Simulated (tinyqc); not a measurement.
# Two-valley model of the transferred-electron effect, step by step

A worked calculation. Computed by tinyqc, a small Python program that keeps every step. Command: `OMP_NUM_THREADS=1 python tinyqc.py 3016882 3016883 out.jsonl gunn walk`. One thread of a shared host (Intel(R) Xeon(R) Processor @ 2.30GHz), about 0.01 s of CPU time with the checks. Intermediate numbers are printed to about 5 digits and carried at full precision; extremes and crossings named in words are read from the listed rows.

Both kinds of valley share one electron temperature T_e, and each has a constant mobility.

Inputs (values chosen for the exercise, modelled on GaAs):
```
quantity                       value        unit
central-valley mass m1         0.065         m_0
satellite-valley mass m2        0.22         m_0
satellite valleys Z                4           -
valley separation dE             0.3          eV
central-valley mobility mu1     8200  cm^2/(V s)
satellite-valley mobility mu2    190  cm^2/(V s)
energy relaxation time tau_E     1.1          ps
lattice temperature T             77           K
electric field F                  10       kV/cm
mixing                           0.8           -
iteration cap                     50           -
```

Solver: damped fixed point.

Constants: k_B = 8.617333262e-05 eV/K.

## Equilibrium

Density-of-states ratio R = Z (m2/m1)^(3/2); n2/n1 = R exp(-dE/(k_B T_e)); mean mobility mu = (mu1 + mu2 n2/n1)/(1 + n2/n1); energy balance e mu F^2 = (3/2) k_B (T_e - T)/tau_E; v = mu F.

R = 24.907

n2/n1 without field = 5.7653e-19

low-field mobility = 8200 cm^2/(V s)

dE is 45.2 k_B T, so the satellites are empty without field.

## First two iterations

Fixed point from T_e = T: T_out = T + (2/3) e mu(T_e) F^2 tau_E/k_B, T_new = T_e + mixing (T_out - T_e); stop when |T_out - T_e| is below 1e-6 K.

T_out of iteration 1 = 7055.2 K

T_e after iteration 1 = 5659.5 K

mu at that T_e = 743.79 cm^2/(V s)

T_e after iteration 2 = 1699.9 K

## Electron temperature

The formulas are those given above.

Course of the iteration:
```
iteration  T_e (K)  mu (cm^2/(V s))  |T_out - T_e| (K)
1             77.0           8200.0         6.9782e+03
2           5659.5            743.8         4.9496e+03
3           1699.9           2091.3         1.5685e+02
4           1825.4           1894.8         1.3589e+02
5           1716.6           2062.5         1.1553e+02
6           1809.1           1917.9         9.9896e+01
7           1729.1           2041.5         8.5182e+01
...            ...              ...                ...
44          1765.3           1983.5         3.0683e-01
45          1765.0           1983.9         2.6353e-01
46          1765.2           1983.6         2.2635e-01
47          1765.1           1983.9         1.9441e-01
48          1765.2           1983.6         1.6699e-01
49          1765.1           1983.8         1.4343e-01
50          1765.2           1983.6         1.2319e-01
```

electron temperature T_e = 1765.1 K

Not converged within 50 iterations: the residual falls at every step, but slowly, by a factor of about 0.859 a step. T_e jumps up and down: T_out falls steeply as T_e rises, since hot electrons move to the slow valleys, and this mixing overshoots.

Reruns converge with mixing = 0.1, iteration cap = 600; or with mixing = 0.03, iteration cap = 600; or with solver = bisection, iteration cap = 600.
